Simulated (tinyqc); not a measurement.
Carrier lifetime of a p-type layer with SRH, radiative, Auger and surface recombination: two steps of the calculation.

Uniform excess density dn = dp (no trapping), n = n0 + dn, p = p0 + dn, Boltzmann statistics, full ionisation. Surfaces enter as a rate 2 S dn/d, which holds while diffusion to them is fast.

Inputs (values chosen for the exercise); band and dielectric values close to those of silicon:

| symbol | value | unit | meaning |
|---|---|---|---|
| T | 300 | K | temperature |
| Eg | 1.13 | eV | band gap |
| Nc | 2.82e19 | cm^-3 | conduction-band density of states at T |
| Nv | 2.68e19 | cm^-3 | valence-band density of states at T |
| B | 4.7e-15 | cm^3/s | radiative coefficient |
| N | 2.2e16 | cm^-3 | acceptor density |
| Cn | 3.3e-31 | cm^6/s | Auger coefficient (two electrons) |
| Cp | 1.2e-31 | cm^6/s | Auger coefficient (two holes) |
| Nt | 1.2e11 | cm^-3 | trap density |
| sn | 7e-14 | cm^2 | capture cross-section for electrons |
| sp | 8e-15 | cm^2 | capture cross-section for holes |
| vth | 1.2e7 | cm/s | thermal velocity (both carriers) |
| Et | 0.38 | eV | trap level below the conduction band |
| S | 1000 | cm/s | surface recombination velocity (both faces) |
| d | 20 | um | sample thickness |

Constants: q = 1.602176634e-19 C, kB = 1.380649e-23 J/K, Vt = kB T/q. Results are converted to the units shown.

Question 1. Equilibrium densities and SRH constants. ni = sqrt(Nc Nv) exp(-Eg/(2 Vt)), Eg in volts; majority density N/2 + sqrt(N^2/4 + ni^2), n0 p0 = ni^2; n1 = Nc exp(-Et/Vt), p1 = Nv exp((Et - Eg)/Vt); tn0 = 1/(sn vth Nt), tp0 = 1/(sp vth Nt).

Find: ni; n0; p0; n1; p1; tn0; tp0.

Answer 1.

ni = 8.8636e9 cm^-3
n0 = 3571.1 cm^-3
p0 = 2.2000e16 cm^-3
n1 = 1.1655e13 cm^-3
p1 = 6.7405e6 cm^-3
tn0 = 9.9206e-6 s
tp0 = 8.6806e-5 s

Question 2. Lifetime, shares and quasi-Fermi splitting. With e = n p - ni^2 = dn (n0 + p0 + dn): U_SRH = e/(tp0 (n + n1) + tn0 (p + p1)), U_rad = B e, U_Aug = (Cn n + Cp p) e, U_s = 2 S dn/d. tau = dn/U, shares of U, splitting Vt ln(n p/ni^2), radiative efficiency U_rad/U.

converged dn = 7.7593937e15 cm^-3
ni = 8.8635909e9 cm^-3
n0 = 3571.0565 cm^-3
p0 = 2.2e16 cm^-3
n1 = 1.1655478e13 cm^-3
p1 = 6.7404568e6 cm^-3
tn0 = 9.9206349e-6 s
tp0 = 8.6805556e-5 s

Give: tau; shares; quasi-Fermi splitting.

Answer 2.

tau = 9.6992e-7 s
shares (%): SRH 2.976, radiative 0.014, Auger 0.018, surface 96.992
quasi-Fermi splitting = 0.74219 V

Surface recombination takes the largest share. dn is 0.35 times the doping: intermediate injection.

tinyqc, about 0.01 s, one thread, Intel Xeon 2.30GHz (shared host): `OMP_NUM_THREADS=1 python tinyqc.py 2300013 2300014 out.jsonl`
